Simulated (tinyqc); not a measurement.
Double-gate transistor below threshold, two-dimensional Poisson equation on a small mesh: effect of the gate voltage.

Half of a symmetric double-gate structure: row 0 is the mid-plane of the body, where the normal field vanishes. Mobile charge is neglected (subthreshold), the body is fully depleted, and potentials are counted from the intrinsic level; rows run upward to the gate, columns from source to drain.

Mesh: rows i = 0..12 in the semiconductor (step hs = tb/12, row 12 on the interface), then 8 step(s) ho = tox/8 up to the gate row 20; columns j = 0..80 (step hy = L/80). Box integration, divided by eps0: up_i = eps hy/h of the interval above row i, dn_i = that of the interval below (0 for row 0), lat_i = (sum of eps h/2 over the intervals above and below)/hy, s_i = -q Na w_i hy/eps0 with w_i the semiconductor height of the box (hs/2 for row 0 and the interface row, hs between, 0 in the insulator). Each free node obeys (up + dn + 2 lat) psi = up psi(above) + dn psi(below) + lat [psi(left) + psi(right)] + s. Fixed values: gate row Vg - Vfb; column 0 at Vbi and the last column at Vbi + Vd in the semiconductor, each running linearly to Vg - Vfb across the insulator. The system is solved directly. On row 0 the minimum of psi and its place come from a parabola through the three lowest nodes; barrier = Vbi - minimum, swing = Vt ln 10/(d psi/dVg), DIBL = (d psi/dVd)/(d psi/dVg) there. Lambda = pi/k with k the smallest positive root of tan(k tox) tan(k tb) = eox/eps_r.

Parameters, values chosen for the exercise; semiconductor permittivity made up: temperature T = 273 K; relative permittivity of the semiconductor eps_r = 14.8; relative permittivity of the insulator eox = 9; half the body thickness tb = 6 nm; insulator thickness tox = 2.2 nm; channel length L = 47 nm; acceptor density of the depleted body Na = 0 cm^-3; potential of the source Vbi = 0.47 V; gate offset Vfb = 0.06 V; drain voltage Vd = 0.5 V.

Constants: q = 1.602176634e-19 C, kB = 1.380649e-23 J/K, Vt = kB T/q, eps0 = 8.8541878128e-14 F/cm where lengths are in cm. Results are converted to the units shown.

Effect of the gate voltage:

| Vg (V) | L/Lambda | barrier (V) | place y/L | swing (mV/decade) | DIBL (mV/V) |
|---|---|---|---|---|---|
| -0.2 | 2.506 | 0.6863 | 0.4668 | 56.88 | 18.63 |
| -0.12 | 2.506 | 0.6102 | 0.4637 | 56.90 | 18.19 |
| -0.04 | 2.506 | 0.5340 | 0.4599 | 56.92 | 17.66 |
| 0.04 | 2.506 | 0.4579 | 0.4553 | 56.96 | 17.03 |
| 0.12 | 2.506 | 0.3819 | 0.4493 | 57.01 | 16.26 |
| 0.2 | 2.506 | 0.3059 | 0.4413 | 57.08 | 15.29 |

As Vg goes from -0.2 to 0.2 V, the barrier falls from 0.686 to 0.306 V, the swing stays near 57.0 mV a decade and DIBL falls from 18.6 to 15.3 mV/V; the ideal swing is 54.2. The barrier top moves from y/L = 0.467 to 0.441, towards the source.

tinyqc, about 0.1 s, one thread, Intel Xeon 2.30GHz (shared host): `OMP_NUM_THREADS=1 python tinyqc.py 2480077 2480078 out.jsonl`
